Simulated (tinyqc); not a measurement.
# Threshold-voltage variability of a planar MOSFET, analytic estimates: what changes with what

Three independent sources add in quadrature: random dopants in the depleted layer, metal-gate grains of two orientations, and roughness of the two gate edges acting through the roll-off VT = VT(long) - Vr exp(-L/l). These are first-order estimates: no three-dimensional electrostatics, no percolation.

Parameters, values chosen for the exercise; material values close to those of silicon: temperature T = 300 K; band gap Eg = 1.1 eV; relative permittivity of the semiconductor eps_r = 11.8; conduction-band density of states at T Nc = 2.82e19 cm^-3; valence-band density of states at T Nv = 2.61e19 cm^-3; channel doping Na = 2.1e18 cm^-3; oxide-equivalent thickness in inversion ti = 2.1 nm; gate length L = 20 nm; metal grain size G = 7 nm; work-function difference of the two grain orientations dW = 0.3 eV; share of the orientation of higher work function p = 0.4; rms roughness of one gate edge De = 0.9 nm; correlation length of the roughness La = 30 nm; decay length of the threshold roll-off l = 3.4 nm; prefactor of the roll-off Vr = 2.9 V.

Constants: q = 1.602176634e-19 C, kB = 1.380649e-23 J/K, Vt = kB T/q, eps0 = 8.8541878128e-14 F/cm where lengths are in cm. Results are converted to the units shown.

Each table varies one quantity; the others keep the values above.

## Scaling length and width together

ni = sqrt(Nc Nv) exp(-Eg/(2 Vt)), Eg in volts; Cox = 3.9 eps0/ti; Wd = sqrt(4 eps0 eps_r Vt ln(Na/ni)/(q Na)); dopants: s1 = (q/Cox) sqrt(Na Wd/(3 L W)). Grains: Ng = L W/G^2 (at least 1), s2 = dW sqrt(p (1 - p)/Ng). Edges, with exponential correlation and u = W/La: the mean gate length has sL^2 = 2 De^2 (2/u)[1 - (1 - exp(-u))/u]; s3 = sL (Vr/l) exp(-L/l). s = sqrt(s1^2 + s2^2 + s3^2). l and Vr are held fixed. W = 2.9 L in every row; l is held fixed.

Result of one run:

| L (nm) | s1 (mV) | s2 (mV) | s3 (mV) | s (mV) | s sqrt(L W) (mV um) |
|---|---|---|---|---|---|
| 29 | 25.85 | 20.83 | 0.1477 | 33.20 | 1.639 |

What becomes of these results when the gate length L is changed from 29 to 13 nm, all else the same?

Result of the changed run:

| L (nm) | s1 (mV) | s2 (mV) | s3 (mV) | s (mV) | s sqrt(L W) (mV um) |
|---|---|---|---|---|---|
| 13 | 57.66 | 46.47 | 19.64 | 76.61 | 1.696 |

The whole series:

| L (nm) | s1 (mV) | s2 (mV) | s3 (mV) | s (mV) | s sqrt(L W) (mV um) |
|---|---|---|---|---|---|
| 13 | 57.66 | 46.47 | 19.64 | 76.61 | 1.696 |
| 16 | 46.85 | 37.76 | 7.823 | 60.67 | 1.653 |
| 20 | 37.48 | 30.21 | 2.299 | 48.19 | 1.641 |
| 24 | 31.23 | 25.17 | 0.6776 | 40.12 | 1.640 |
| 29 | 25.85 | 20.83 | 0.1477 | 33.20 | 1.639 |
| 36 | 20.82 | 16.78 | 0.01762 | 26.74 | 1.639 |
| 44 | 17.03 | 13.73 | 0.001564 | 21.88 | 1.639 |

As L goes from 13 to 44 nm, s falls from 76.6 to 21.9 mV. The dopants are the largest source in the first and the last row. The product s sqrt(L W) falls from 1.70 to 1.64 mV um: s1 and s2 go as 1/sqrt(L W), so the change comes from s3 alone. For L = 13 to 24 nm the depletion depth exceeds L, so source and drain share much of the charge and s1 is rough.

## Effect of the gate width

Same model as above.

l and Vr are held fixed.

Effect of the gate width:

| W (nm) | s1 (mV) | s2 (mV) | s3 (mV) | s (mV) | s sqrt(L W) (mV um) |
|---|---|---|---|---|---|
| 19 | 65.478 | 52.776 | 2.7385 | 84.143 | 1.6403 |
| 31 | 51.261 | 41.317 | 2.5843 | 65.890 | 1.6406 |
| 51 | 39.965 | 32.213 | 2.3658 | 51.386 | 1.6411 |
| 83 | 31.328 | 25.251 | 2.0928 | 40.291 | 1.6416 |
| 140 | 24.122 | 19.442 | 1.7587 | 31.031 | 1.6420 |
| 220 | 19.242 | 15.510 | 1.4691 | 24.758 | 1.6423 |
| 360 | 15.042 | 12.124 | 1.1831 | 19.357 | 1.6425 |
| 580 | 11.851 | 9.5520 | 0.94805 | 15.251 | 1.6426 |

As W goes from 19 to 580 nm, s falls from 84.1 to 15.3 mV. The dopants are the largest source in the first and the last row. The product s sqrt(L W) stays near 1.64 mV um: s1 and s2 count independent dopants and grains, so they go as 1/sqrt(L W), and s3 is too small to matter. In every row the depletion depth exceeds L, so source and drain share much of the charge and s1 is rough.

Program tinyqc, `OMP_NUM_THREADS=1 python tinyqc.py 2090131 2090132 out.jsonl`; Intel Xeon 2.30GHz, shared host, one thread, about 0.01 s.
